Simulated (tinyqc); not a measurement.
Implanted layer, carriers, mobility and sheet resistance: one step of the calculation.

An n-type layer from the surface x = 0 to the junction xj, N(x) = N0 exp(-(x - Rp)^2/(2 sg^2)). Local neutrality (no depletion at surface or junction, no spilling of carriers), intrinsic carriers neglected, full ionisation of active dopants.

Question. Sheet quantities by the trapezoid rule. Dose = integral of N, carrier sheet density = integral of n, 1/Rs = q integral of n mu, mean mobility 1/(q Rs sheet density), Hall mobility (unit Hall factor) = integral of n mu^2 over integral of n mu, Hall sheet density = (integral of n mu)^2/integral of n mu^2; all from 0 to xj.

Constants: q = 1.602176634e-19 C. Results are converted to the units shown.

```
point     x (nm)     N (cm^-3)  n (1e18 cm^-3)  mu (cm^2/(V s))
0        0.00000  4.2547016e18       4.2515016        104.31854
1       43.75404  6.8286795e18       6.8254795        89.896232
2       87.50807  8.4087008e18       8.4055008        84.486559
3      131.26211  7.9441167e18       7.9409167        85.910747
4      175.01614  5.7582017e18       5.7550017        94.740481
5      218.77018  3.2022312e18       3.1990312        114.53398
6      262.52421  1.3662905e18       1.3630905        152.83324
7      306.27825  4.4725784e17       0.4440578        219.96014
8      350.03228  1.1233043e17       0.1091304        316.25815
9      393.78632  2.1645191e16       0.0184452        410.89793
10     437.54035        3.2e15       0.0000000        464.42973
```

Give: dose; carrier sheet density; Rs; mean mobility; Hall mobility; Hall sheet density.

Answer.

dose = 1.585e14 cm^-2
carrier sheet density = 1.583e14 cm^-2
Rs = 409.0 ohm/square
mean mobility = 96.37 cm^2/(V s)
Hall mobility = 102.6 cm^2/(V s)
Hall sheet density = 1.487e14 cm^-2

Carriers make up 99.9 % of the dose. A Hall measurement weights the mobile tail, so its sheet density is 6.1 % below the true one.

tinyqc, about 0.01 s, one thread, Intel Xeon 2.30GHz (shared host): `OMP_NUM_THREADS=1 python tinyqc.py 2110053 2110054 out.jsonl`
